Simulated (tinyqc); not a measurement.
Electromigration in a confined line: Blech product, Korhonen stress evolution and Black's law. Changing the test temperature T. Computed by tinyqc, a small Python program. Command: `OMP_NUM_THREADS=1 python tinyqc.py 3031953 3031954 out.jsonl emigr sweep`. One thread of a shared host (Intel(R) Xeon(R) Processor @ 2.30GHz), about 0.01 s of CPU time with the checks.

The electron wind pushes atoms from the cathode (x = 0) to the anode (x = L); blocking ends build a back stress (tension positive). The input rho is taken not to change with temperature. d sigma/dt = d/dx [kappa (d sigma/dx + G)], with zero flux at both ends and sigma = sigma_0 at t = 0.

Inputs (values chosen for the exercise, close to those used for aluminium lines):

| quantity | value | unit |
|---|---|---|
| resistivity rho | 3.73 | micro-ohm cm |
| atomic volume Omega | 16.6 | angstrom^3 |
| effective charge number Z* | 4.6 | - |
| prefactor D0 | 1.1e-07 | m^2/s |
| activation energy E | 0.698 | eV |
| effective modulus B | 45 | GPa |
| critical stress sigma_c | 380 | MPa |
| initial stress sigma_0 | 170 | MPa |
| current density j | 4.6 | MA/cm^2 |
| line length L | 11 | um |
| use temperature T_u | 125 | C |
| use current density j_u | 0.84 | MA/cm^2 |
| current exponent n | 1.5 | - |

Start: thermal stress.

Constants: e = 1.602176634e-19 C; k_B = 8.617333262e-05 eV/K; k_B = 1.380649e-23 J/K.

Method:
- G = Z* e rho j/Omega; D = D0 exp(-E/(k_B T)); kappa = D B Omega/(k_B T); drift velocity of an unconfined line v = D Z* e rho j/(k_B T). SI: 1 micro-ohm cm = 1e-8 ohm m, 1 MA/cm^2 = 1e10 A/m^2.
- Temperatures in kelvin are T(C) + 273.15.
- At steady state sigma(x) = sigma_0 + G (L/2 - x). A void forms only if the cathode stress reaches sigma_c, that is if j L exceeds (j L)_c = 2 Omega (sigma_c - sigma_0)/(Z* e rho). Time scale tau = L^2/kappa.
- Median life t50 = A j^(-n) exp(E/(k_B T)); acceleration factor = t50(use)/t50(test) = (j/j_u)^n exp[(E/k_B)(1/T_u - 1/T)].

One run for each value:

| test temperature T (C) | tau (h) | drift velocity (nm/h) | acceleration factor | critical product (j L)_c (A/cm) |
|---|---|---|---|---|
| 150 | 4.9162e-01 | 4.1665e+02 | 4.2630e+01 | 2536.2 |
| 175 | 1.7898e-01 | 1.1445e+03 | 1.2401e+02 | 2536.2 |
| 200 | 7.2716e-02 | 2.8169e+03 | 3.2227e+02 | 2536.2 |
| 225 | 3.2424e-02 | 6.3173e+03 | 7.6091e+02 | 2536.2 |
| 250 | 1.5656e-02 | 1.3083e+04 | 1.6550e+03 | 2536.2 |
| 275 | 8.0961e-03 | 2.5300e+04 | 3.3533e+03 | 2536.2 |
| 300 | 4.4435e-03 | 4.6098e+04 | 6.3884e+03 | 2536.2 |
| 325 | 2.5688e-03 | 7.9737e+04 | 1.1532e+04 | 2536.2 |
| 350 | 1.5545e-03 | 1.3177e+05 | 1.9855e+04 | 2536.2 |

What does the table show, and why?

Over the rows, tau (h) falls from 0.492 to 0.00155; drift velocity (nm/h) rises from 417 to 132000. With rho, Z* and sigma_c held fixed the critical product does not depend on temperature; only the clock does.

Caution (all rows): j_u L lies below the critical product, so the acceleration factor is formal: at use the line would not void.
